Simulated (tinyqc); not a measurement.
# Worked calculation: undoped symmetric double-gate MOSFET, analytic potential model

tinyqc, about 0.02 s, one thread, Intel Xeon 2.30GHz (shared host): `OMP_NUM_THREADS=1 python tinyqc.py 2440125 2440126 out.jsonl` Printed values are rounded.

An undoped body of thickness ts between two equal insulators and tied gates; long channel, electrons only, n = ni exp((psi - V)/Vt) with V the quasi-Fermi potential (0 at the source, Vd at the drain), constant mobility, no quantisation. Across the body psi(x) = V - 2 Vt ln[(ts/(2 beta)) sqrt(q ni/(2 eps0 eps_r Vt)) cos(2 beta x/ts)], x from the centre. Q is the electron charge per area of the whole body.

Inputs (values chosen for the exercise); material values close to those of silicon: temperature T = 300 K; band gap Eg = 1.13 eV; relative permittivity of the semiconductor eps_r = 11.6; conduction-band density of states at T Nc = 2.85e19 cm^-3; valence-band density of states at T Nv = 2.62e19 cm^-3; relative permittivity of the gate insulator eox = 3.94; insulator thickness tox = 3.1 nm; body thickness ts = 12 nm; gate work function less that of the intrinsic body dphi = -0.15 V; channel mobility mu = 140 cm^2/(V s); gate length L = 2 um; gate voltage Vg = 0.51 V; drain voltage Vd = 0.05 V.

Constants: q = 1.602176634e-19 C, kB = 1.380649e-23 J/K, Vt = kB T/q, eps0 = 8.8541878128e-14 F/cm where lengths are in cm. Results are converted to the units shown.

## Constants of the body

ni = sqrt(Nc Nv) exp(-Eg/(2 Vt)), Eg in volts; r = eps_r tox/(eox ts); V0 = dphi + 2 Vt ln[(2/ts) sqrt(2 eps0 eps_r Vt/(q ni))].

ni = 8.81030e9 cm^-3
r = 0.760575
V0 = 0.327350 V

## Iteration 1: beta at the source by Newton steps in z = ln(tan beta)

z at the start = 0

With V = 0, t = exp(z), beta = arctan(t): f = ln(beta) + (1/2) ln(1 + t^2) + 2 r beta t - (Vg - V0)/(2 Vt); with c = t/(1 + t^2), df/dz = c/beta + t c + 2 r t (c + beta); z(new) = z - f/(df/dz).

beta = 0.785398
f = -2.23289
df/dz = 3.09190
z after iteration 1 = 0.722173

## Iteration 2: beta at the source by Newton steps in z = ln(tan beta)

As before.

beta = 1.11866
f = 0.911120
df/dz = 5.89476
z after iteration 2 = 0.567609

## Course of the iteration: beta at the source by Newton steps in z = ln(tan beta)

Stop when z changes by less than 1e-11, or after 60 iterations.

Course of the iteration:
```
iteration         z  |change|
1          0.722173     0.722
2          0.567609     0.155
3          0.556115    0.0115
4          0.556057   5.86e-5
5          0.556056   1.52e-9
6          0.556056   < 1e-13
```

Converged in 6 iterations. At the end the number of correct digits about doubles with each step.

## Charges and drain current

beta_s = 1.05012
beta_d = 0.956081

beta (between 0 and pi/2) solves (Vg - V0 - V)/(2 Vt) = ln(beta) - ln(cos beta) + 2 r beta tan(beta). Q = 8 eps0 eps_r Vt beta tan(beta)/ts; I = mu (1/L)(4 eps0 eps_r/ts)(2 Vt)^2 [g(beta_s) - g(beta_d)] per width, g = beta tan(beta) - beta^2/2 + r beta^2 tan^2(beta), with beta_s at V = 0 and beta_d at V = Vd.

Qs = 324.145 nC/cm^2
Qd = 239.731 nC/cm^2
g(beta_s) = 3.83016
g(beta_d) = 2.29224
I = 0.985293 uA/um

The term r beta^2 tan^2(beta), which gives the square law, makes up 66.6 % of g at the source.

## Potential and electron density across the body at the source

x/ts, point 0 to 6: [0, 0.1, 0.2, 0.3, 0.4, 0.45, 0.5]

psi(x) as above with V = 0 and beta = beta_s; n = ni exp(psi/Vt).

psi, point 0 to 6 (V): [0.479878, 0.481027, 0.484580, 0.490902, 0.500786, 0.507541, 0.515979]
n, point 0 to 6 (cm^-3): [1.01529e18, 1.06143e18, 1.21782e18, 1.55519e18, 2.27944e18, 2.96008e18, 4.10258e18]

The density at the surface is 4.04 times that at the centre (1/cos^2 beta).
